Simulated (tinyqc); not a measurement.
The flat edge band: zigzag graphene nanoribbon in tight binding.

A zigzag ribbon of N chains, sites A1, B1, A2, ..., BN across it. For each k it is a chain with bonds -2t cos(k/2) (A_n to B_n) and -t (B_n to A_(n+1)), and +D, -D on A and B. A1 and BN are the edge sites; the Dirac points project to k = 2 pi/3.

Parameters, chosen for this exercise (out of a larger set: near those used for graphene; not measured data): t = 2.62 eV (hopping); D = 0 eV (sublattice potential, +D on A and -D on B); Nw = 19 (chains, N of this table).

A ribbon of N = Nw chains: lowest positive level, next level, and weight on the two edge sites per state of the middle pair, along k.

Along k:

| k/pi | 2 cos(k/2) | lowest level (eV) | next (eV) | edge weight |
|---|---|---|---|---|
| 0.50 | 1.4142 | 1.17074 | 1.4030 | 0.018 |
| 0.60 | 1.1756 | 0.58428 | 0.8905 | 0.038 |
| 0.65 | 1.0450 | 0.29624 | 0.6796 | 0.076 |
| 0.70 | 0.9080 | 0.07932 | 0.6002 | 0.197 |
| 0.75 | 0.7654 | 0.00675 | 0.7576 | 0.414 |
| 0.85 | 0.4669 | 0.00000 | 1.4306 | 0.782 |
| 0.90 | 0.3129 | 0.00000 | 1.8173 | 0.902 |
| 0.95 | 0.1569 | 0.00000 | 2.2156 | 0.975 |
| 1.00 | 0.0000 | 0.00000 | 2.6200 | 1.000 |

Give the missing row, k/pi = 0.80, 2 cos(k/2) = 0.6180.

Computed row:
```
k/pi  2 cos(k/2)  lowest level (eV)  next (eV)  edge weight
0.80      0.6180            0.00017     1.0669        0.618
```

Beyond k = 2 pi/3 the lowest level sinks towards zero: it is within 1 meV of that from k/pi = 0.80 on. The edge weight grows from 0.20 at 0.70 to 1 at pi, where the chain breaks into dimers and the next level is sqrt(t^2 + D^2) = 2.6200 eV. So flat a band is sensitive to interactions, which this model leaves out; they matter once they exceed the splitting of the middle pair (2D, or for D = 0 only the small overlap of the two edges).

(tinyqc, `OMP_NUM_THREADS=1 python tinyqc.py 1481753 1481754 out.jsonl`, Intel(R) Xeon(R) Processor @ 2.30GHz, 1 thread, shared host, about 0.01 s.)
